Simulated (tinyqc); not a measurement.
What each parameter does: pi bands of a honeycomb layer in tight binding.

Lattice vectors a (1,0) and a (1/2, sqrt3/2); f = exp(i ky a/sqrt3) + 2 cos(kx a/2) exp(-i ky a/(2 sqrt3)), w = |f|. H = [[D - t2 F, -t f], [., -D - t2 F]] with F = w^2 - 3, S = [[1, s0 f], [., 1]]; the levels solve det(H - E S) = 0. K = (4 pi/3a, 0), M = (pi/a, pi/(sqrt3 a)); w = 3, 1, 0 at Gamma, M, K.

Values chosen for the exercise (of the size used for graphene; not measured data):
- a = 2.46 angstrom (lattice constant)
- t = 2.77 eV (nearest hopping)
- t2 = 0.05 eV (second-neighbour hopping)
- s0 = 0.049 (overlap of neighbours)
- D = 0 eV (+D on A, -D on B)

Gap at K, difference at M, and the two levels at Gamma, from (e - E)^2 - D^2 - (t + s0 E)^2 w^2 = 0, e = -t2 (w^2 - 3).

Results for these values:

| case | gap at K (eV) | difference at M (eV) | lower at Gamma (eV) | upper at Gamma (eV) |
|---|---|---|---|---|
| base | 0.0000 | 5.5632 | -7.5065 | 9.3904 |

What happens to each result for s0 = 0.079, all else kept?

Answer: gap at K does not change at the printed digits; difference at M rises from 5.5632 to 5.5907; lower at Gamma rises from -7.5065 to -6.9604; upper at Gamma rises from 9.3904 to 10.4980.

The same for each parameter in turn:

| case | gap at K (eV) | difference at M (eV) | lower at Gamma (eV) | upper at Gamma (eV) |
|---|---|---|---|---|
| base | 0.0000 | 5.5632 | -7.5065 | 9.3904 |
| t = 2.9085 eV | 0.0000 | 5.8408 | -7.8688 | 9.8775 |
| t2 = 0.1 eV | 0.0000 | 5.5730 | -7.7681 | 9.0387 |
| s0 = 0.079 | 0.0000 | 5.5907 | -6.9604 | 10.4980 |
| D = 0.1 eV | 0.2000 | 5.5668 | -7.5071 | 9.3910 |
| a = 2.5092 angstrom | 0.0000 | 5.5632 | -7.5065 | 9.3904 |

At points fixed by symmetry a drops out; the gap at K is 2D whatever the hoppings.

Run: tinyqc, `OMP_NUM_THREADS=1 python tinyqc.py 1452542 1452543 out.jsonl`; Intel(R) Xeon(R) Processor @ 2.30GHz, one thread, shared host; about 0.01 s of CPU time with all checks.
